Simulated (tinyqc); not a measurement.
Size of the test strain: deformation potentials from a strained empirical pseudopotential.

Diamond lattice, no spin-orbit coupling. Atomic form factor V(q) = a1 (q^2 - a2)/(a3 exp(a4 q^2) - 1) in rydberg with q in 1/bohr, for the unstrained cell. Under a strain e the reciprocal vectors and k go over into (1 + e)^(-1) G, the atoms sit at +/- tau with tau = (1 + e) a (1,1,1)/8 - zeta a (eyz, ezx, exy)/4, and H(G,G') = c |k + G|^2 delta + (V(q)/det(1 + e)) cos(q.tau), q = G - G', with the term q = 0 left out; c = hbar^2/2m0. The basis is fixed before straining: all G with |k + G|^2 up to 16 (2 pi/a)^2. k is given in units of 2 pi/a of the unstrained cell.

Constants: hbar^2/2m0 = 3.80998211 eV angstrom^2; Ry = 13.60569312 eV; a0 (Bohr radius) = 0.5291772105 angstrom.

Inputs chosen for the exercise (out of a larger set: near those of Si; not measured data): a = 5.426 angstrom (lattice constant); A = (0.537, 2.199, 2.034, 0.485) (a1 (Ry bohr^2), a2 (1/bohr^2), a3, a4 (bohr^2)); kD = 0.82 2 pi/a (position of the Delta minimum).

e = diag(-h/2, -h/2, h). Xu = [E(Delta z) - E(Delta x)]/(1.5 h) at fixed kD, b = [E(Z) - E(X, Y)]/(4.5 h); one-sided from +h alone, central from +h and -h.

Results (eV):

| h | Xu one-sided | Xu central | b one-sided | b central |
|---|---|---|---|---|
| 0.0010 | 7.966 | 7.971 | -3.335 | -3.331 |
| 0.0025 | 7.959 | 7.971 | -3.341 | -3.331 |
| 0.0100 | 7.923 | 7.973 | -3.372 | -3.332 |
| 0.0200 | 7.877 | 7.977 | -3.412 | -3.332 |
| 0.0300 | 7.833 | 7.983 | -3.453 | -3.333 |

Give the missing row, h = 0.0050.

Computed row:
```
h       Xu one-sided  Xu central  b one-sided  b central
0.0050         7.947       7.971       -3.351     -3.331
```

From h = 0.001 to 0.03 the one-sided Xu drifts by -0.133 eV and the central one by +0.012 eV; for b the drifts are -0.117 and -0.002 eV. The central difference cancels the term of second order in the strain, so its error goes as h^2. At h = 0.02 the linear law errs by 1.2 % for the valley splitting and 2.4 % for the valence splitting.

Computed by tinyqc, a small Python program: `OMP_NUM_THREADS=1 python tinyqc.py 1880563 1880564 out.jsonl` (the numbers bound the seed that draws the inputs); one thread of a shared host (Intel(R) Xeon(R) Processor @ 2.30GHz), about 0.2 s for the whole set of steps.
